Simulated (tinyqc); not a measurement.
Changing the length scale l: sheet resistance and Hall data of a diffused or implanted layer. Computed by tinyqc, a small Python program. Command: `OMP_NUM_THREADS=1 python tinyqc.py 3026045 3026046 out.jsonl layer sweep`. One thread of a shared host (Intel(R) Xeon(R) Processor @ 2.30GHz), about 0.1 s of CPU time with the checks.

Carriers are taken equal to the net active doping down to the junction (full ionisation, which deep dopants in wide-gap hosts do not reach; no spill-over, no depletion), and the Hall factor is 1.

Inputs (values chosen for the exercise, modelled on arsenic in silicon):
```
quantity                                 value        unit
mu_min                                    54.6  cm^2/(V s)
mu_max                                    1380  cm^2/(V s)
N_ref                                  9.5e+16      1/cm^3
exponent alpha                            0.68           -
peak concentration N_0                   1e+21      1/cm^3
background doping N_B (opposite type)  5.7e+14      1/cm^3
projected range R_p                       3100          nm
solubility limit N_s                   1.8e+20      1/cm^3
```

Profile: buried Gaussian (implant). Activation: limited by solubility.

Constants: e = 1.602176634e-19 C.

Method:
- N(x) = N_0 exp(-(x - R_p)^2/(2 l^2)) for x > 0, dose N_0 l sqrt(pi/2) erfc(-R_p/(l sqrt 2)), junction x_j = R_p + l sqrt(2 ln(N_0/N_B)); the layer starts at x_0 = max(0, 2 R_p - x_j).
- Mobility mu = mu_min + (mu_max - mu_min)/(1 + (N_t/N_ref)^alpha), N_t = active doping + N_B; carriers n = active doping - N_B, active doping min(N, N_s).
- Integrals from x_0 (0 unless stated) to x_j by the midpoint rule on 400 even intervals: 1/R_s = e int n mu dx; sheet density n_s = int n dx; Hall sheet density (int n mu dx)^2/int n mu^2 dx; Hall mobility int n mu^2 dx/int n mu dx.
- Mean conductivity 1/(R_s x_j); mean mobility 1/(e n_s R_s).

One run for each value:
```
length scale l (nm)  sheet resistance R_s (ohm)  junction depth x_j (nm)  mean conductivity 1/(R_s x_j) (S/cm)
150                                       7.811                     3904                                   328
270                                       4.340                     4548                                   507
490                                       2.391                     5728                                   730
890                                       1.321                     7873                                   961
1600                                      0.807                    11680                                  1061
2900                                      0.557                    18651                                   963
5300                                      0.355                    31521                                   894
9600                                      0.215                    54579                                   853
```

Over the rows, sheet resistance R_s (ohm) falls from 7.81 to 0.215 (exponent d ln y / d ln x -1.0 between the first rows and -0.84 between the last); junction depth x_j (nm) rises from 3900 to 54600 (exponent d ln y / d ln x 0.26 between the first rows and 0.92 between the last); mean conductivity 1/(R_s x_j) (S/cm) goes from 328 through a maximum among these rows, 1060 at 1600, to 853. At the low end the exponent of sheet resistance R_s is -1.00, close to -1: the profile only stretches.

Extremes, crossings and ranges named in words are read from the listed rows.
